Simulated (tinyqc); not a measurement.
Configuration-coordinate model of a defect: Huang-Rhys factor and luminescence line shape: one step, computed by the program tinyqc.

Ground state E_g(Q) = (1/2) omega_g^2 Q^2; excited state E_e(Q) = E_0 + (1/2) omega_e^2 (Q - dQ)^2 with omega_e = omega_g and E_0 = E_ZPL. Q is mass-weighted; the dipole does not depend on Q (Condon approximation).

Problem. Emission lines at zero temperature. From the lowest excited level the line to ground level n lies at E_ZPL - n hbar omega_g with Franck-Condon weight exp(-S) S^n/n!; the emitted intensity carries a further factor E^3. S = S_g; up to eleven lines, of positive energy only, from n = max(0, integer part of S - 5).

Inputs (values chosen for the exercise, for a model defect): zero-phonon energy E_ZPL = 0.839 eV; ground-state phonon hbar omega_g = 33.7 meV.

Modes: equal frequencies in both states.

S_g = 10.70982

Give: Lines.

Solution.

Lines:
```
n   energy (eV)  weight  intensity / largest
5        0.6705  0.0262                0.447
6        0.6368  0.0468                0.683
7        0.6031  0.0716                0.888
8        0.5694  0.0958                1.000
9        0.5357  0.1140                0.991
10       0.5020  0.1221                0.873
11       0.4683  0.1189                0.690
12       0.4346  0.1061                0.492
13       0.4009  0.0874                0.318
14       0.3672  0.0669                0.187
15       0.3335  0.0478                0.100
```

The weight peaks at n = 10 and the intensity at n = 8.
